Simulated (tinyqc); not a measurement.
Worked calculation: shallow donor in an anisotropic valley (effective-mass theory). Values are carried at full precision from step to step, so a last printed digit may differ when a step is redone from the rounded ones.

Constants: Ry = 13.60569312 eV; a0 (Bohr radius) = 0.5291772105 angstrom; hbar^2/2m0 = 3.80998211 eV angstrom^2; e^2/(4 pi eps0) = 14.39964547 eV angstrom.

Values chosen for the exercise (near those of AlAs; not measured data): ml = 1.08 m0 (longitudinal mass); mt = 0.195 m0 (transverse mass); eps = 10.2 (dielectric constant); a = 16.9 angstrom (trial radius across the axis); b = 11.4 angstrom (trial radius along the axis).

## Hydrogen-like estimates

Ry* = Ry m/eps^2 and a* = a0 eps/m for four choices of one mass: mt, the conductivity mass 3/(1/ml + 2/mt), the density-of-states mass (ml mt^2)^(1/3), and ml.

Estimates:
```
mass               m (m0)  Ry* (meV)  a* (angstrom)
mt                 0.1950      25.50          27.68
conductivity       0.2683      35.08          20.12
density of states  0.3450      45.12          15.64
ml                 1.0800     141.24           5.00
```

## Energy of one trial function

One valley: H = -c [(d2/dx2 + d2/dy2)/mt + (d2/dz2)/ml] - q/(eps r), c = hbar^2/2m0, q = e^2/(4 pi eps0). Trial function exp(-sqrt((x^2 + y^2)/a^2 + z^2/b^2)) with a > b: T = (c/3)(2/(mt a^2) + 1/(ml b^2)), V = -(q/eps) atan(u/b)/u, u = sqrt(a^2 - b^2). The central cell of the impurity is left out.

Evaluate T, V and E. Scaling both radii by f changes T to T/f^2 and V to V/f, so the best factor is f = -2T/V, with energy -V^2/(4T).

T = 54.655 meV
V = -93.968 meV
E = -39.314 meV
best scale factor = 1.1633
energy after scaling = -40.390 meV

The virial ratio -V/T is 1.719; it is 2 at the best scale. Scaling gains 1.076 meV.

## Scan over the shape

For each ratio b/a = 0.2, 0.3, ..., 0.9 the best scale follows from a = -2 T1/V1, with T1 and V1 taken at a = 1 angstrom.

Scan:
```
b/a  a (angstrom)  b (angstrom)  E (meV)
0.2         43.00          8.60  -22.943
0.3         27.85          8.36  -33.639
0.4         22.82          9.13  -39.124
0.5         20.77         10.39  -41.091
0.6         19.91         11.95  -41.089
0.7         19.62         13.73  -40.069
0.8         19.63         15.71  -38.560
0.9         19.82         17.84  -36.847
```

The best listed ratio is 0.5; (mt/ml)^(1/2) = 0.42 and (mt/ml)^(1/3) = 0.57 are common guesses.

## The minimum

Minimise over a and b. The Mott estimate n_c = (0.25/a_m)^3 uses a_m = (a^2 b)^(1/3); 1/angstrom^3 = 1e24/cm^3.

a = 20.27 angstrom
b = 11.09 angstrom
E = -41.265 meV
a_m = 16.58 angstrom
n_c = 3.43 x 1e18/cm^3

b/a = 0.547. The binding energy is 1.618 times Ry*(mt). The central cell of a real donor shrinks the orbit and raises n_c.

## Checks

- Energy from 21 anisotropic Gaussians against the two-parameter function, meV: -41.33 against -41.26.

Run: tinyqc, `OMP_NUM_THREADS=1 python tinyqc.py 1250274 1250275 out.jsonl`; Intel(R) Xeon(R) Processor @ 2.30GHz, one thread, shared host; about 0.01 s of CPU time with all checks.
